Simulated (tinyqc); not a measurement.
Worked calculation: tight binding, honeycomb lattice. Computed by tinyqc, a small Python program that keeps every step. Settings: t1 = 1.98, t2 = 0.07, phi = -1.28, delta = 0, points = 7. Command: `OMP_NUM_THREADS=1 python tinyqc.py 26655 26656 out.jsonl` (the two numbers bound the seeds that draw the settings). One thread of a shared host (Intel(R) Xeon(R) Processor @ 2.60GHz), about 0.01 s of CPU time with the checks.

## Bloch Hamiltonian at k

Parameters chosen for this model:

| parameter | value | unit |
|---|---|---|
| t1 | 1.980000 | eV, nearest |
| t2 | 0.070000 | eV, second neighbours |
| phi | -1.280000 | rad, phase of t2 (Haldane) |
| delta | 0 | eV, +/- on A and B |

k point k (fractions of the reciprocal vectors): -0.2800  0.3200

H_AB = -t1 (1 + exp(-i k.a1) + exp(-i k.a2)); H_AA = delta - 2 t2 sum cos(k.b + phi), H_BB = -delta - 2 t2 sum cos(k.b - phi), b = a1, a2 - a1, -a2.

H(k) at k (eV):
```
                 A                B
A           0.3890  -0.7659-0.1534i
B  -0.7659+0.1534i          -0.2749
```

## Levels at k

Diagonalise the Hermitian matrix.

eigenvalues (eV): -0.7917  0.9058

weights |c|^2 of the basis functions:
```
   band 1  band 2
A  0.3045  0.6955
B  0.6955  0.3045
```

## Bloch Hamiltonian at K

k point K (fractions of the reciprocal vectors): 0.3333  0.6667

As before.

H(k) at K (eV):
```
         A       B
A  -0.2882  0.0000
B   0.0000  0.4087
```

## Levels at K

As before.

eigenvalues (eV): -0.2882  0.4087

weights |c|^2 of the basis functions:
```
   band 1  band 2
A  1.0000  0.0000
B  0.0000  1.0000
```

## Bands along a path

The same steps at evenly spaced points between the labelled ones.

Bands along the path (eV):

| k | band 1 | band 2 |
|---|---|---|
| G | -6.0604 | 5.8196 |
| G-K 0.25 | -5.4991 | 5.3199 |
| G-K 0.50 | -3.9818 | 3.9416 |
| G-K 0.75 | -1.9579 | 2.0382 |
| K | -0.2882 | 0.4087 |
| K-M 0.25 | -0.8250 | 0.9385 |
| K-M 0.50 | -1.4215 | 1.5204 |
| K-M 0.75 | -1.8073 | 1.8929 |
| M | -1.9399 | 2.0201 |
| M-K' 0.25 | -1.8073 | 1.8929 |
| M-K' 0.50 | -1.4215 | 1.5204 |
| M-K' 0.75 | -0.8250 | 0.9385 |
| K' | -0.2882 | 0.4087 |

With 1 band(s) filled, the highest filled level on these points lies at K and the lowest empty one at K: a gap of 0.6969 eV, direct.

## Chern number of the lower band

On a 7 x 7 mesh, the phase of the product of overlaps around each plaquette (k1 then k2); the sum over 2 pi is an integer.

plaquette phases (rad):
```
         1        2       3       4       5        6        7
1   0.0000   0.0005  0.0063  0.0499  0.0059  -0.0073  -0.0026
2   0.0005   0.0061  0.0155  0.1031  0.1527  -0.0182  -0.0073
3   0.0063   0.0155  0.0333  0.1365  2.1361   0.1527   0.0059
4   0.0499   0.1031  0.1365  0.1213  0.1365   0.1031   0.0499
5   0.0059   0.1527  2.1361  0.1365  0.0333   0.0155   0.0063
6  -0.0073  -0.0182  0.1527  0.1031  0.0155   0.0061   0.0005
7  -0.0026  -0.0073  0.0059  0.0499  0.0063   0.0005   0.0000
```

Chern number = 1.0000
